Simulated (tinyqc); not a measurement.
Octagonal on-chip spiral inductor, lumped pi model: two steps of the calculation.

Outer diameter do = di + 2 n wd + 2 (n - 1) sp, mean da = (do + di)/2, fill p = (do - di)/(do + di), length l = 3.314 n da. L = 2.25 mu0 n^2 da/(1 + 3.55 p), mu0 = 4 pi 1e-7 H/m. Rs = rho l/(wd delta (1 - exp(-th/delta))), delta = sqrt(rho/(pi f mu0)). Cs = n wd^2 eps0 eo/hu across the coil. At each end Cox = l wd eps0 eo/(2 ho) leads to the substrate branch Rsi = 2 rs he/(l wd) in parallel with Csi = l wd eps0 11.7/(2 he). With one end grounded Y = 1/(Rs + i w L) + i w Cs + 1/[1/(i w Cox) + 1/(1/Rsi + i w Csi)], w = 2 pi f; Q = -Im Y/Re Y. Eddy currents in neighbouring turns and in the substrate are left out.

Inputs (values chosen for the exercise); values of the order met in silicon radio-frequency processes:
```
symbol,value,unit,meaning
n,3.5,,number of turns
wd,10,um,line width
sp,3,um,space between turns
di,40,um,inner diameter
th,3,um,metal thickness
rho,3,uohm cm,metal resistivity
ho,9.4,um,oxide below the coil
hu,1.5,um,oxide between coil and underpass
eo,4.1,,relative permittivity of the oxide
rs,10,ohm cm,substrate resistivity
he,80,um,effective spreading depth in the substrate
f,6.6,GHz,frequency
```

Constants: eps0 = 8.8541878128e-12 F/m. Results are converted to the units shown.

Question 1. Geometry and model elements. do, l, L, delta, Rs, Cs, Cox, Rsi and Csi as defined.

Give: do; l; L; delta; Rs; Cs; Cox; Rsi; Csi.

Answer 1.

do = 125.00 um
l = 956.92 um
L = 1.0101 nH
delta = 1.0730 um
Rs = 2.8494 ohm
Cs = 8.4705 fF
Cox = 18.478 fF
Rsi = 1672.0 ohm
Csi = 6.1957 fF

Question 2. Admittance, quality factor and apparent inductance. Series branch 1/(Rs + i w L), substrate branch, total Y, Q = -Im Y/Re Y, apparent inductance Im(1/Y)/w, metal-only value w L/Rs, share of the loss in the substrate Re(substrate branch)/Re Y.

L = 1.0101411 nH
Rs = 2.8493824 ohm
Cs = 8.4705063 fF
Cox = 18.477756 fF
Rsi = 1672.0355 ohm
Csi = 6.1956818 fF

Find: series branch; substrate branch; Y; Q; apparent inductance; w L/Rs; share of the loss in the substrate.

Answer 2.

series branch = 1.62-23.76i mS
substrate branch = 0.2500+0.3385i mS
Y = 1.87-23.07i mS
Q = 12.36
apparent inductance = 1.038 nH
w L/Rs = 14.70
share of the loss in the substrate = 13.40 %

Q is 84.1 % of the metal-only value.

Numbers from tinyqc (`OMP_NUM_THREADS=1 python tinyqc.py 2302189 2302190 out.jsonl`; about 0.01 s on one thread of a shared Intel Xeon 2.30GHz).
